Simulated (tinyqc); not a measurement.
The square root of alpha at three temperatures: phonon-assisted absorption at an indirect gap.

alpha(E) = sum_j A_j [N_j (E - Eg + w_j)^2 + (N_j + 1)(E - Eg - w_j)^2], each bracket counted only where its base is positive; N_j = 1/(exp(w_j/kB T) - 1). The first term absorbs a phonon and the second emits one; excitons and direct transitions are left out.

Constants: kB = 8.617333262e-05 eV/K.

Values chosen for the exercise (out of a larger set: loosely those of Si at room temperature; Eg is not tied to T; not measured data): Eg = 1.134 eV (indirect gap, held fixed unless listed); w = (59.7, 18.5) meV (two zone-edge phonons); A = (3300, 330) 1/(cm eV^2) (their strengths).

The gap is held fixed, so only the phonon occupations change.

sqrt(alpha) (1/cm^(1/2)):

| E - Eg (eV) | 4 K | 77 K | 150 K |
|---|---|---|---|
| -0.04 | 0.000 | 0.013 | 0.113 |
| -0.02 | 0.000 | 0.025 | 0.228 |
| 0.00 | 0.000 | 0.094 | 0.391 |
| 0.02 | 0.027 | 0.188 | 0.603 |
| 0.04 | 0.391 | 0.491 | 0.939 |
| 0.07 | 1.107 | 1.208 | 1.694 |
| 0.10 | 2.748 | 2.830 | 3.254 |
| 0.15 | 5.711 | 5.799 | 6.250 |
| 0.20 | 8.708 | 8.810 | 9.330 |
| 0.30 | 14.721 | 14.856 | 15.543 |
| 0.45 | 23.752 | 23.939 | 24.895 |
| 0.60 | 32.786 | 33.028 | 34.257 |

What can be read from this table?

Below the gap only phonon absorption acts: at E - Eg = -0.02 eV sqrt(alpha) is 0.000, 0.025 and 0.228 at 4, 77 and 150 K. A straight line through the last two rows meets the axis at E - Eg = +0.0556, +0.0549 and +0.0511 eV: the intercept is roughly a weighted mean of the thresholds, not the gap, and it moves from the emission side towards Eg as the occupations grow. At the last row alpha grows by a factor 1.09 from the lowest to the highest temperature at fixed gap.

Run: tinyqc, `OMP_NUM_THREADS=1 python tinyqc.py 1682368 1682369 out.jsonl`; Intel(R) Xeon(R) Processor @ 2.30GHz, one thread, shared host; about 0.01 s of CPU time with all checks.
